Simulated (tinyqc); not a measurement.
Specific resistance of a metal-semiconductor contact and its transmission-line measurement: one step, computed by the program tinyqc. Command: `OMP_NUM_THREADS=1 python tinyqc.py 3027486 3027487 out.jsonl contact walk`. One thread of a shared host (Intel(R) Xeon(R) Processor @ 2.30GHz), about 0.01 s of CPU time with the checks.

The barrier is parabolic (depletion approximation), energies E are normal energies counted from the band edge in the neutral semiconductor (downwards for holes), and the bias is zero. xi is an input, held fixed when other inputs move.

Problem. Tunnelling energy and barrier. E_00 = (e hbar/2) sqrt(N/(eps eps_0 m)); band bending E_b = phi_B + xi; depletion width w = sqrt(2 eps eps_0 E_b/(e^2 N)). Image lowering d_phi = (e^3 N E_b/(8 pi^2 (eps eps_0)^3))^(1/4) (E_b in volts), and E_b - d_phi replaces E_b everywhere except in w.

Inputs (values chosen for the exercise, modelled on p-type silicon): tunnelling mass m = 0.4 m_0; permittivity eps = 11.7; barrier height phi_B = 0.51 eV; doping N = 3e+18 1/cm^3; Fermi level above the band edge in the bulk, xi = -0.13 eV; temperature T = 500 K.

Image-force lowering: included.

Constants: hbar = 1.054571817e-34 J s; eps_0 = 8.8541878128e-12 F/m; m_0 = 9.1093837015e-31 kg; k_B = 8.617333262e-05 eV/K; e = 1.602176634e-19 C.

Give: E_00; E_00/k_B T; depletion width; barrier used, above the bulk band edge.

Solution.

E_00 = 14.865 meV

E_00/k_B T = 0.34500

depletion width = 12.798 nm

barrier used, above the bulk band edge = 0.29451 eV

By the usual rule this is thermionic emission (E_00 < 0.5 k_B T).
